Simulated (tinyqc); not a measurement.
Inside a calculation: band gaps under pressure and temperature from deformation potentials. Values are carried at full precision from step to step, so a last printed digit may differ when a step is redone from the rounded ones.

Murnaghan: V/V0 = (1 + Bp P/B0)^(-1/Bp), B0 = (C11 + 2 C12)/3. Each gap moves by a ln(V/V0) with its volume potential a, and falls with temperature by aV T^2/(T + bV) (Varshni); the two effects are added. No change of phase is considered.

Inputs chosen for the exercise (near those of Ge, the X and L potentials typical of such crystals; the results hold for these values, not for the real material):
```
symbol  value                 unit    meaning
C11     130.5                 GPa
C12     47.8                  GPa
Bp      4.51                          pressure derivative of the bulk modulus
P       3.2                   GPa     pressure
Eg      0.901                 eV      gap at Gamma to the s-like level at 0 K, 0 GPa
EgX     0.915                 eV      gap to X at 0 K, 0 GPa
EgL     0.752                 eV      gap to L at 0 K, 0 GPa
aG      -9.57                 eV      volume potential of the Gamma gap
aX      2.08                  eV      volume potential of the X gap
aL      -4.04                 eV      volume potential of the L gap
aV      (0.603, 0.48, 0.469)  meV/K   Varshni alpha of Gamma, X, L
bV      (299, 224, 251)       K       Varshni beta of Gamma, X, L
T       0                     K       temperature
aT      5.8                   1e-6/K  linear thermal expansion near 300 K
```

## Volume under pressure

Give B0, V/V0, ln(V/V0), the change of the lattice constant and the linear estimate -P/B0.

B0 = 75.37 GPa
V/V0 = 0.96190
ln(V/V0) = -0.03885
change of a = -1.287 %
-P/B0 = -0.04246

The stiffening under pressure makes the compression 8.5 % smaller than the linear estimate.

## Gaps at P and T

Give both shifts and the gaps.

pressure shifts (eV): Gamma 0.3718, X -0.0808, L 0.1569

temperature shifts (eV): Gamma 0.0000, X 0.0000, L 0.0000

gaps (eV): Gamma 1.2728, X 0.8342, L 0.9089

The lowest valley is X (indirect gap), 75 meV below L; at 0 K and 0 GPa it is L.

## Pressure coefficients

Expand in P: E = E0 + c1 P + c2 P^2 with c1 = -a/B0 and c2 = a Bp/(2 B0^2).

c1 (meV/GPa): Gamma 126.98, X -27.60, L 53.60

c2 (meV/GPa^2): Gamma -3.799, X 0.826, L -1.604

Gamma and L rise under pressure and X falls, as the signs of the volume potentials say.

## Pressures at which the valleys cross

Two gaps meet at ln(V/V0) = -(E_i - E_j)/(a_i - a_j), with the gaps at T and P = 0; then P = (B0/Bp)(exp(-Bp ln(V/V0)) - 1). A dash marks expansion or a compression beyond ln(V/V0) = -0.3.

Crossings:
```
pair,E_i - E_j (eV),ln(V/V0),P (GPa)
Gamma-X,-0.0140,-0.0012,0.09
Gamma-L,0.1490,0.0269,-
L-X,-0.1630,-0.0266,2.13
```

The lowest valley changes at 2.13 GPa (L to X).

## How much of dE/dT is thermal expansion

At 300 K: dE/dT = -aV T (T + 2 bV)/(T + bV)^2; expansion alone gives 3 aT a; the rest is electron-phonon coupling.

dE/dT (meV/K): Gamma -0.4528, X -0.3923, L -0.3717

from expansion (meV/K): Gamma -0.1665, X 0.0362, L -0.0703

remainder (meV/K): Gamma -0.2862, X -0.4285, L -0.3014

Expansion supplies 37 % of the slope at Gamma and 19 % at L; at X it works against the fall.

## Checks

- Slope of the Gamma gap at P = 0 by finite differences against c1 (meV/GPa): both 126.98.

Computed by tinyqc, a small Python program: `OMP_NUM_THREADS=1 python tinyqc.py 1051071 1051072 out.jsonl` (the numbers bound the seed that draws the inputs); one thread of a shared host (Intel(R) Xeon(R) Processor @ 2.30GHz), about 0.01 s for the whole set of steps.
